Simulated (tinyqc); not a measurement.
Brillouin zone and empty-lattice bands of the diamond structure: one step. Shells of G and Bragg planes. The numbers come from values chosen for the exercise (lattice near that of Si).

Primitive vectors a1 = a (0,1/2,1/2), a2 = a (1/2,0,1/2), a3 = a (1/2,1/2,0); atoms at 0 and (a1 + a2 + a3)/4. Reciprocal vectors obey a_i.b_j = 2 pi delta_ij; k is given in units of 2 pi/a. Empty-lattice levels are c0 (2 pi/a)^2 |k + G|^2, c0 = hbar^2/2m0. Points: X = (1, 0, 0), L = (0.5, 0.5, 0.5), K = (0.75, 0.75, 0), W = (1, 0.5, 0), U = (1, 0.25, 0.25).

Problem. List the first six shells of G with their number, the structure factor |sum over atoms of exp(i G.tau)|/(atoms per cell), and the distance |G|/2 of the Bragg plane from Gamma.

Give: Shells.

Solution.

Shells:
```
|G|^2 ((2 pi/a)^2),number,structure factor,|G|/2 (2 pi/a)
3.0000,8,0.7071,0.8660
4.0000,6,0.0000,1.0000
8.0000,12,1.0000,1.4142
11.0000,24,0.7071,1.6583
12.0000,8,0.0000,1.7321
16.0000,6,1.0000,2.0000
```

The structure factor vanishes at |G|^2 = 4.000 and 12.000: no first-order gap opens on those planes.

Program tinyqc; command `OMP_NUM_THREADS=1 python tinyqc.py 1880799 1880800 out.jsonl`; about 0.01 s on one thread of a shared Intel(R) Xeon(R) Processor @ 2.30GHz.
